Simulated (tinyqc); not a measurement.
Force balance against energy balance: elastic strain and critical thickness of a cubic alloy layer A(1-x)B(x) on a thick substrate. Computed by tinyqc, a small Python program. Command: `OMP_NUM_THREADS=1 python tinyqc.py 3017885 3017886 out.jsonl misfit walk`. One thread of a shared host (Intel(R) Xeon(R) Processor @ 2.30GHz), about 0.01 s of CPU time with the checks.

Strain is positive in tension. The layer is coherent with the substrate unless said otherwise.

Inputs (values chosen for the exercise, for a model alloy):

| quantity | value | unit |
|---|---|---|
| fraction x of B | 0.82 | - |
| lattice constant a_A | 5.869 | angstrom |
| lattice constant a_B | 5.451 | angstrom |
| substrate lattice constant a_S | 5.658 | angstrom |

Growth plane: (001). Layer: uncapped. Misfit dislocation: 60-degree.

C11, C12, C44 of A (GPa): 109.7  59.87  40.45

C11, C12, C44 of B (GPa): 148.7  68.96  69.88

Method:
- a = (1 - x) a_A + x a_B, the same rule for each C_ij; misfit f = (a_S - a)/a, the in-plane strain of the coherent layer.
- Voigt averages: G = (C11 - C12 + 3 C44)/5, B = (C11 + 2 C12)/3, nu = (3 B - 2 G)/(2 (3 B + G)); b = a/sqrt(2). The 60-degree dislocation has cos alpha = 1/2, and cos lambda = 1/2 on (001).
- Matthews-Blakeslee: h_c = A [ln(h_c/b) + 1], A = b (1 - nu cos^2 alpha)/(8 pi |f| (1 + nu) cos lambda), the factor 8 pi being that of an uncapped layer.
- People-Bean: h_c = P ln(h_c/b), P = (1 - nu)/(1 + nu) b^2/(16 pi sqrt(2) a f^2). The misfit is scaled by 0.25, 0.4, 0.6, 1, 1.5, 2.2 at fixed a, b and nu; the upper root is taken, and rows with A < 1.3 b or P < 3 b, where the roots shrink to the core size or vanish, are left out.

misfit f = 0.0238426

prefactor A = 0.971696 nm

Poisson ratio nu = 0.256231

Burgers vector b = 0.390764 nm

free lattice constant a = 5.52624 angstrom

Critical thickness:

| \|f\| (%) | Matthews-Blakeslee (nm) | People-Bean (nm) | ratio |
|---|---|---|---|
| 0.5961 | 18.979 | 457.68 | 24.115 |
| 0.9537 | 10.401 | 150.67 | 14.486 |
| 1.4306 | 6.059 | 55.79 | 9.208 |
| 2.3843 | 2.929 | 14.68 | 5.012 |
| 3.5764 | 1.533 | 4.33 | 2.821 |

The exponents d ln h_c/d ln f are -1.28 and -2.36 between the first rows, steeper than the -1 and -2 of the prefactors because of the logarithm. The ratio falls from 24.1 to 2.82 as the misfit grows. Where People-Bean lies above, a layer between the lines is metastable: dislocations would lower the energy but have to be nucleated. Above about 2 % misfit islands may come first.
